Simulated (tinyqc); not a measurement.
Vibrations of a mass or spring defect in a linear chain: one step, computed by the program tinyqc. Command: `OMP_NUM_THREADS=1 python tinyqc.py 3012418 3012419 out.jsonl localmode walk`. One thread of a shared host (Intel(R) Xeon(R) Processor @ 2.30GHz), about 0.01 s of CPU time with the checks.

A ring of N atoms with nearest-neighbour springs k and motion along the chain. Atom 1 is the defect, of mass M', and its two springs are k'. All other atoms have the mass M.

Task: Frequencies of the ring. Diagonalise D and leave out the zero eigenvalue of the uniform shift. nu = 15.6333042 THz x sqrt(lambda), lambda in eV/(angstrom^2 u).

Host: monatomic.

D (eV/(angstrom^2 u)):
```
,1,2,3,4,5,6,7,8,9,10,11,12
1,0.0381333,-0.0432391,0.0000000,0.0000000,0.0000000,0.0000000,0.0000000,0.0000000,0.0000000,0.0000000,0.0000000,-0.0432391
2,-0.0432391,0.1797714,-0.0817143,0.0000000,0.0000000,0.0000000,0.0000000,0.0000000,0.0000000,0.0000000,0.0000000,0.0000000
3,0.0000000,-0.0817143,0.1634286,-0.0817143,0.0000000,0.0000000,0.0000000,0.0000000,0.0000000,0.0000000,0.0000000,0.0000000
4,0.0000000,0.0000000,-0.0817143,0.1634286,-0.0817143,0.0000000,0.0000000,0.0000000,0.0000000,0.0000000,0.0000000,0.0000000
5,0.0000000,0.0000000,0.0000000,-0.0817143,0.1634286,-0.0817143,0.0000000,0.0000000,0.0000000,0.0000000,0.0000000,0.0000000
6,0.0000000,0.0000000,0.0000000,0.0000000,-0.0817143,0.1634286,-0.0817143,0.0000000,0.0000000,0.0000000,0.0000000,0.0000000
7,0.0000000,0.0000000,0.0000000,0.0000000,0.0000000,-0.0817143,0.1634286,-0.0817143,0.0000000,0.0000000,0.0000000,0.0000000
8,0.0000000,0.0000000,0.0000000,0.0000000,0.0000000,0.0000000,-0.0817143,0.1634286,-0.0817143,0.0000000,0.0000000,0.0000000
9,0.0000000,0.0000000,0.0000000,0.0000000,0.0000000,0.0000000,0.0000000,-0.0817143,0.1634286,-0.0817143,0.0000000,0.0000000
10,0.0000000,0.0000000,0.0000000,0.0000000,0.0000000,0.0000000,0.0000000,0.0000000,-0.0817143,0.1634286,-0.0817143,0.0000000
11,0.0000000,0.0000000,0.0000000,0.0000000,0.0000000,0.0000000,0.0000000,0.0000000,0.0000000,-0.0817143,0.1634286,-0.0817143
12,-0.0432391,0.0000000,0.0000000,0.0000000,0.0000000,0.0000000,0.0000000,0.0000000,0.0000000,0.0000000,-0.0817143,0.1797714
```

Constants: nu for 1 eV/(angstrom^2 u) = 15.6333042 THz.

Give: nonzero frequencies.

Result:

nonzero frequencies (THz): [1.827, 2.376, 3.846, 4.571, 5.752, 6.424, 7.297, 7.809, 8.352, 8.655, 8.874]
